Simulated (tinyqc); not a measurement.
Modulation-doped quantum well, Poisson-Schroedinger loop: two steps of the calculation.

A well of width L centred at z = 0 between barriers Vb; effective-mass electrons, parabolic bands. The electrons come from donor sheets outside the mesh, a share fL of Ns on the left and the rest on the right, so the structure is neutral. Energies are counted from the band edge of the well, with U = 0 on the first node in the Hartree part.

Values chosen for this exercise; material values those of a made-up well:
- T = 150 K (temperature)
- md = 0.161 m0 (in-plane mass)
- hz = 3 nm (mesh step)
- Ns = 2.3e12 cm^-2 (sheet density of electrons)

Constants: q = 1.602176634e-19 C, kB = 1.380649e-23 J/K, hbar = 1.054571817e-34 J s, m0 = 9.1093837015e-31 kg, Vt = kB T/q, hbar^2/(2 m0) = 0.0380998212 eV nm^2. Results are converted to the units shown.

Problem 1. Levels and probability densities. Tridiagonal Hamiltonian with psi = 0 one step beyond both ends: H_ii = C (1/m_(i-1/2) + 1/m_(i+1/2))/hz^2 + V0_i + U_i, H_(i,i+1) = -C/(m_(i+1/2) hz^2), C = hbar^2/(2 m0). The lowest 2 level(s) are kept, normalised to hz sum |psi|^2 = 1.

```
node	fixed potential V0 (eV)	self-consistent potential U at the start (eV)
1	0.42800000	0
2	0.42800000	0
3	0.42800000	0
4	0.42800000	0
5	0.42800000	0
6	0.00000000	0
7	0.00000000	0
8	0.00000000	0
9	0.00000000	0
10	0.00000000	0
11	0.00000000	0
12	0.00000000	0
13	0.00000000	0
14	0.42800000	0
15	0.42800000	0
16	0.42800000	0
17	0.42800000	0
18	0.42800000	0
```

mass on the intervals 1/2, 3/2, ... (mean of both at an interface) (m0): 0.278  0.278  0.278  0.278  0.278  0.241  0.204  0.204  0.204  0.204  0.204  0.204  0.204  0.241  0.278  0.278  0.278  0.278  0.278

Find: levels; |psi|^2 of E1; |psi|^2 of E2.

Solution 1.

levels (in units of 1e-3 eV): E1 2.2761, E2 8.9267

```
node	|psi|^2 of E1 (1/nm)	|psi|^2 of E2 (1/nm)
1	0.000000	0.000000
2	0.000000	0.000000
3	0.000000	0.000000
4	0.000000	0.000000
5	0.000016	0.000056
6	0.011060	0.037071
7	0.032126	0.070943
8	0.054592	0.050890
9	0.068872	0.007706
10	0.068872	0.007706
11	0.054592	0.050890
12	0.032126	0.070943
13	0.011060	0.037071
14	0.000016	0.000056
15	0.000000	0.000000
16	0.000000	0.000000
17	0.000000	0.000000
18	0.000000	0.000000
```

Problem 2. Fermi level and occupations. Level k holds N_k = D_k Vt ln(1 + exp((EF - E_k)/Vt)) with D = md m0 q/(pi hbar^2) per eV (spin included); EF is fixed by sum N_k = Ns.

levels (in units of 1e-3 eV): E1 2.2760924, E2 8.9266587

Find: EF; N_k.

Solution 2.

EF = 0.01858 eV
N_k (cm^-2): E1 1.313e12, E2 9.865e11

Program tinyqc, `OMP_NUM_THREADS=1 python tinyqc.py 2140125 2140126 out.jsonl`; Intel Xeon 2.30GHz, shared host, one thread, about 0.4 s.
